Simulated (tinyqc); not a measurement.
MOSFET in saturation, small-signal circuit and noise: one step of the calculation.

Bias by the inversion coefficient IC = I/Ispec (charge-based model with velocity saturation; weak inversion below 0.1, strong above 10). Common-source circuit: gm, gds, Cgs, Cgd and Cj at the inner nodes, Rg in series with the gate; quasi-static, no source or drain resistance, no gate-body capacitance, no substrate network, no induced gate noise, so fmax is an upper estimate.

Task. Admittance matrix. Inner admittances at w = 2 pi f: y11 = i w (Cgs + Cgd), y12 = -i w Cgd, y21 = gm - i w Cgd, y22 = gds + i w (Cgd + Cd). Invert to Z, add Rg to Z11 and invert back to Y.

Inputs (values chosen for the exercise):
```
symbol  value  unit           meaning
f          10   GHz  signal frequency
```

gm = 38.927115 mS
gds = 5.8390673 mS
Cgs = 36.939053 fF
Cgd = 25.6 fF
Cd = 53.6 fF
Rg = 8.4523810 ohm

Find: inner y; Y with Rg.

Result.

inner y (mS):
```
               1             2
1   0.000+3.929i  0.000-1.608i
2  38.927-1.608i  5.839+4.976i
```

Y with Rg (mS):
```
               1              2
1   0.130+3.925i  -0.053-1.607i
2  38.831-2.898i   5.878+5.504i
```

Numbers from tinyqc (`OMP_NUM_THREADS=1 python tinyqc.py 2150141 2150142 out.jsonl`; about 0.01 s on one thread of a shared Intel Xeon 2.30GHz).
